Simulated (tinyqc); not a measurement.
Two mixing rules: virtual-crystal alloy in the empirical-pseudopotential method.

Empirical pseudopotential on the fcc lattice, atoms at +/- tau, tau = a (1,1,1)/8, no spin-orbit coupling. H(G,G') = c (2 pi/a)^2 |k + G|^2 delta + VS(q) cos(q.tau) + i VA(q) sin(q.tau), q = G - G', c = hbar^2/2m0; k and G in units of 2 pi/a; VS at |q|^2 = 3, 8, 11 and VA at 3, 4, 11, in rydberg, zero elsewhere. At each k the basis holds all G with |k + G|^2 up to 16; energies are counted from the fourth level at Gamma.

Virtual crystal A(1-x)B(x): a = (1 - x) a_A + x a_B. Rule linear: V = (1 - x) V_A + x V_B. Rule volume: V = [(1 - x) a_A^3 V_A + x a_B^3 V_B]/a^3, since a form factor is an atomic potential divided by the cell volume.

Constants: hbar^2/2m0 = 3.80998211 eV angstrom^2; Ry = 13.60569312 eV.

Parameters, chosen for this exercise (classic local form factors of the size used for Si (A) and Ge (B), which place X and L only to a few tenths of an eV; not measured data): a = (5.424, 5.658) angstrom (lattice constants of A, B); VSA = (-0.211, 0.039, 0.081) Ry (symmetric form factors of A); VAA = (0, 0, 0) Ry (antisymmetric form factors of A); VSB = (-0.233, 0.009, 0.059) Ry (symmetric form factors of B); VAB = (0, 0, 0) Ry (antisymmetric form factors of B).

Gaps from the valence top to the fifth band at Gamma, at L = (1/2,1/2,1/2) and at the lowest of k = (f,0,0), f = 0.70, 0.75, ..., 1.00. Both rules agree at the ends.

Gaps (eV):

| x | Gamma, linear | Delta/X, linear | L, linear | Gamma, volume | Delta/X, volume | L, volume |
|---|---|---|---|---|---|---|
| 0.25 | 3.259 | 0.858 | 1.621 | 3.195 | 0.859 | 1.597 |
| 0.50 | 2.564 | 0.921 | 1.393 | 2.476 | 0.921 | 1.359 |
| 0.75 | 1.845 | 0.978 | 1.151 | 1.779 | 0.978 | 1.126 |

What can be read from this table?

At x = 0.5 the volume rule moves Gamma by -87 meV, Delta/X by 0 meV and L by -33 meV, that is the bowing by -4 times these; the lattice constants differ by 4.3 %, and the rules would coincide for equal ones.

Computed by tinyqc, a small Python program: `OMP_NUM_THREADS=1 python tinyqc.py 1051241 1051242 out.jsonl` (the numbers bound the seed that draws the inputs); one thread of a shared host (Intel(R) Xeon(R) Processor @ 2.30GHz), about 0.2 s for the whole set of steps.
